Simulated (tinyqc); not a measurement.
# Interface traps from C-V curves, high-low and Terman methods: what changes with what

MOS capacitor on an n-type substrate; psi is the band bending, negative in depletion; only majority carriers are counted. At the bending psi the Fermi level lies y = xi - psi below the conduction edge at the surface, xi = Vt ln(Nc/Nd). Dit(y) = D0 + D1 exp(-y/E1); traps fill up to the Fermi level, follow the bias and a slow signal, and do not follow a fast one. V is the gate voltage from flat band.

Parameters, values chosen for the exercise; band and dielectric values those of a made-up semiconductor: temperature T = 250 K; relative permittivity eps_r = 9.3; conduction-band density of states at T Nc = 1.86e19 cm^-3; donor density Nd = 3.7e15 cm^-3; equivalent oxide thickness EOT = 15 nm; trap density far from the band edge D0 = 1.2e11 cm^-2 eV^-1; band-tail density at the conduction edge D1 = 3.8e12 cm^-2 eV^-1; decay energy of the tail E1 = 0.05 eV.

Constants: q = 1.602176634e-19 C, kB = 1.380649e-23 J/K, Vt = kB T/q, eps0 = 8.8541878128e-14 F/cm where lengths are in cm. Results are converted to the units shown.

Each table varies one quantity; the others keep the values above.

## Subthreshold swing with traps

Cox = 3.9 eps0/EOT, LD = sqrt(eps0 eps_r Vt/(q Nd)), u = psi/Vt, Cd = (eps0 eps_r/(sqrt(2) LD)) |exp(u) - 1|/sqrt(exp(u) - u - 1). At psi = -0.198 V the swing of a transistor with this gate would be S = Vt ln 10 (1 + (Cd + q Dit)/Cox), Dit as above.

Subthreshold swing with traps:

| D0 (cm^-2 eV^-1) | Dit (cm^-2 eV^-1) | q Dit/Cox | S (mV/decade) |
|---|---|---|---|
| 8.5e9 | 1.034e10 | 0.007197 | 57.98 |
| 2.5e10 | 2.684e10 | 0.01868 | 58.55 |
| 7.3e10 | 7.484e10 | 0.05209 | 60.20 |
| 2.1e11 | 2.118e11 | 0.1474 | 64.93 |
| 6.2e11 | 6.218e11 | 0.4328 | 79.09 |
| 1.8e12 | 1.802e12 | 1.254 | 119.8 |
| 5.3e12 | 5.302e12 | 3.690 | 240.7 |
| 1.5e13 | 1.500e13 | 10.44 | 575.5 |

S rises from 58.0 to 576 mV/decade; without traps it is 57.6. The traps add 10 mV/decade at Dit = 2.90e11 cm^-2 eV^-1 and equal Cox at 1.44e12.

## An error in the doping read as traps

Ideal V0 = psi - sqrt(2) (eps0 eps_r Vt/LD) sqrt(exp(u) - u - 1)/Cox for psi < 0; the traps add dV = (q/Cox) times the integral of Dit from 0 to psi = (q/Cox) [D0 psi + D1 E1 exp(-xi/E1) (exp(psi/E1) - 1)]. 1/C_HF = 1/Cox + 1/Cd, 1/C_LF = 1/Cox + 1/(Cd + q Dit). The sample has Nd; the ideal curve is drawn with Nd (1 + e). At the true psi = -0.198 V the measured C_HF is matched to the ideal curve, which gives psi', and Dit = (Cox/q) [dV/dpsi' - 1 - Cd'(psi')/Cox], derivatives exact.

The same in every row: true Dit (cm^-2 eV^-1) = 1.218e11.

Results:

| e | psi' (V) | apparent Dit (cm^-2 eV^-1) |
|---|---|---|
| -0.15 | -0.1715 | 4.316e11 |
| -0.1 | -0.1803 | 3.176e11 |
| -0.05 | -0.1892 | 2.148e11 |
| -0.02 | -0.1945 | 1.579e11 |
| 0 | -0.1980 | 1.218e11 |
| 0.02 | -0.2015 | 8.710e10 |
| 0.05 | -0.2068 | 3.737e10 |
| 0.15 | -0.2245 | -1.101e11 |

Estimate the missing row, e = 0.1.

Computed row:

| e | psi' (V) | apparent Dit (cm^-2 eV^-1) |
|---|---|---|
| 0.1 | -0.2157 | -3.965e10 |

With this row back in the table: The apparent Dit falls from 4.32e11 to -1.10e11 cm^-2 eV^-1, against the true 1.22e11. An error of +5 % in the doping shifts it by -8.45e10 cm^-2 eV^-1, 69.3 % of the true value, and a negative result appears where the assumed doping is too high.

Program tinyqc, `OMP_NUM_THREADS=1 python tinyqc.py 2030022 2030023 out.jsonl`; Intel Xeon 2.30GHz, shared host, one thread, about 0.01 s.
